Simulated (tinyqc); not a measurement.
# Crystallisation kinetics and data retention of a phase-change cell: effect of the activation energy at a fixed measured point

Johnson-Mehl-Avrami-Kolmogorov law X = 1 - exp(-y^n), y = integral of k dt, k = (1/100 s) exp[-(Ec q/kB)(1/T - 1/T1)].

At fixed T the state fails at t = (-ln(1 - Xf))^(1/n)/k; ten years are 3.15576e8 s. k at T1 is held.

Parameters, values chosen for the exercise; values of the order of Ge-Sb-Te and related chalcogenides:
- T1 = 437 K (temperature at which the rate k is 1/(100 s))
- n = 3.5 (Avrami exponent)
- Xf = 0.3 (crystalline share at which the state is lost)
- T = 398 K (storage temperature)

Constants: q = 1.602176634e-19 C, kB = 1.380649e-23 J/K. Results are converted to the units shown.

Effect of the activation energy at a fixed measured point:
```
Ec (eV)  temperature for ten years (K)  time to fail at T (years)
1.5                             315.96                  1.1698e-4
1.8                             331.25                  2.5535e-4
2.1                             343.11                  5.5738e-4
2.4                             352.58                  0.0012167
2.7                             360.32                  0.0026559
3                               366.75                  0.0057974
3.3                             372.19                   0.012655
3.6                             376.85                   0.027624
```

Read the table: what changes, and by how much?

The ten-year temperature rises from 316 to 377 K, and the projected life at 398 K spans 2.37 decades: an error of 0.1 eV changes it by a factor of 1.30.

Range of the model: One Arrhenius rate is assumed; incubation, growth from the boundary and the non-Arrhenius kinetics of the supercooled liquid are left out.

Numbers from tinyqc (`OMP_NUM_THREADS=1 python tinyqc.py 2490152 2490153 out.jsonl`; about 0.04 s on one thread of a shared Intel Xeon 2.30GHz).
